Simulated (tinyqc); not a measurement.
Mesh size and shift: special k points of the fcc lattice.

Lattice vectors in units of a: a1 = (0, 1/2, 1/2), a2 = (1/2, 0, 1/2), a3 = (1/2, 1/2, 0); reciprocal vectors b_i with a_i . b_j = 2 pi delta_ij. Mesh: k = sum_i f_i b_i with f_i = (2 j_i + shift)/(2 N), j_i = 0 .. N-1. The point group of the lattice has 48 operations; only those that map the mesh onto itself are used.

A_m(k) = sum over the m-th star of lattice vectors R of cos(k . R), stars in order of length: m = 1: |R|^2 = 0.5, 12 vectors, such as (1, 0, 0) in the basis a_i; m = 2: |R|^2 = 1, 6 vectors, such as (1, 1, -1) in the basis a_i; m = 3: |R|^2 = 1.5, 24 vectors, such as (2, 0, -1) in the basis a_i; m = 4: |R|^2 = 2, 12 vectors, such as (2, 0, 0) in the basis a_i; m = 5: |R|^2 = 2.5, 24 vectors, such as (2, 1, -1) in the basis a_i; m = 6: |R|^2 = 3, 8 vectors, such as (3, -1, -1) in the basis a_i. The zone mean of every A_m is zero.

Test function, the lower band of a two-band insulator: E(k) = -sqrt(D^2 + (e0 - t A_1(k))^2).

Parameters, chosen for this exercise (out of a larger set: the lattice of Si, GaAs, Cu and Al; not measured data):

| symbol | value | unit | meaning |
|---|---|---|---|
| D | 0.84 | eV | half gap term |
| t | 0.31 | eV | coupling |
| e0 | 1.93 | eV | offset |

Errors of the mean of E against the unshifted mesh with N = 24. The fifth column is |R|^2 of the shortest star with a non-zero mean.

Meshes:

| mesh | points | irreducible | operations | \|R\|^2 missed | error (meV) |
|---|---|---|---|---|---|
| 1 Gamma | 1 | 1 | 48 | 0.50 | 266.508 |
| 1 shifted | 1 | 1 | 12 | 1.00 | 138.928 |
| 2 Gamma | 8 | 3 | 48 | 2.00 | -285.573 |
| 2 shifted | 8 | 2 | 12 | 4.00 | 19.483 |
| 3 Gamma | 27 | 4 | 48 | 4.50 | -8.941 |
| 3 shifted | 27 | 6 | 12 | 9.00 | -5.975 |
| 4 Gamma | 64 | 8 | 48 | 8.00 | 11.451 |
| 4 shifted | 64 | 10 | 12 | 16.00 | 1.537 |
| 5 Gamma | 125 | 10 | 48 | 12.50 | -1.316 |
| 5 shifted | 125 | 19 | 12 | >16 | -0.329 |
| 6 Gamma | 216 | 16 | 48 | >16 | -1.152 |
| 6 shifted | 216 | 28 | 12 | >16 | 0.052 |

reference mean = -2.24380 eV

What does the comparison show, and why?

The shifted mesh has the smaller error for 6 of 6 values of N and the larger for 0. The cheapest mesh within 1 meV is 5 shifted, with 19 irreducible points. A mesh misses the lattice vectors N (n1 a1 + n2 a2 + ...); the half shift gives each the sign (-1)^(n1 + n2 + ...), so the 12 shortest ones add up to 0 in place of 12: they cancel. The shift lowers the symmetry; it leaves more irreducible points for N = 3, 4, 5 and 6; it leaves fewer irreducible points for N = 2.

tinyqc: `OMP_NUM_THREADS=1 python tinyqc.py 1680379 1680380 out.jsonl`; about 0.1 s, one thread, shared Intel(R) Xeon(R) Processor @ 2.30GHz.
